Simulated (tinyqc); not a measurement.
Plasmons of a degenerate electron gas in the random-phase approximation: one step. Scales of the gas. Two cases, with inputs chosen for the exercise.

Problem. Also rs = (3/(4 pi n))^(1/3) m/(a0 eb).

Zero temperature, parabolic band: kF = (3 pi^2 n)^(1/3), EF = c kF^2/m, Ep^2 = 8 pi c e2 n/(m eb), qTF^2 = 6 pi e2 n/(eb EF), c = hbar^2/2m0, e2 = e^2/(4 pi eps0), n in 1/angstrom^3 (1e-24 per 1/cm^3).

Constants: hbar^2/2m0 = 3.80998211 eV angstrom^2; e^2/(4 pi eps0) = 14.39964547 eV angstrom; a0 (Bohr radius) = 0.5291772105 angstrom.

Give: kF; EF; Ep; qTF; hbar vF; rs.

Case 1.

Values chosen (out of a larger set: a free-electron density near that of Al; not measured data): n = 1.82e+23 1/cm^3 (electron density); m = 1 m0 (mass); eb = 1 (background dielectric constant).

Solution.

kF = 1.7532 1/angstrom
EF = 11.711 eV
Ep = 15.841 eV
qTF = 2.0539 1/angstrom
hbar vF = 13.359 eV angstrom
rs = 2.069

Ep/EF = 1.353. With rs above 1 exchange and correlation, left out here, lower the dispersion noticeably.

Case 2.

Values chosen (out of a larger set: mass and background constant near those of GaAs; polar phonons, which mix with the plasmon in the real crystal, and the rise of the mass with filling are left out; not measured data): n = 5.6e+18 1/cm^3 (electron density); m = 0.0675 m0 (mass); eb = 10.9 (background dielectric constant).

Solution.

kF = 0.054938 1/angstrom
EF = 170.36 meV
Ep = 102.44 meV
qTF = 0.028611 1/angstrom
hbar vF = 6.2018 eV angstrom
rs = 0.409

Ep/EF = 0.601. With rs below 1 the random-phase approximation is within its range.

Computed by tinyqc, one run a case: `OMP_NUM_THREADS=1 python tinyqc.py N N+1 out.jsonl` with N = 1680817, 1681133; one thread of a shared Intel(R) Xeon(R) Processor @ 2.30GHz, about 0.01 s a run at most.
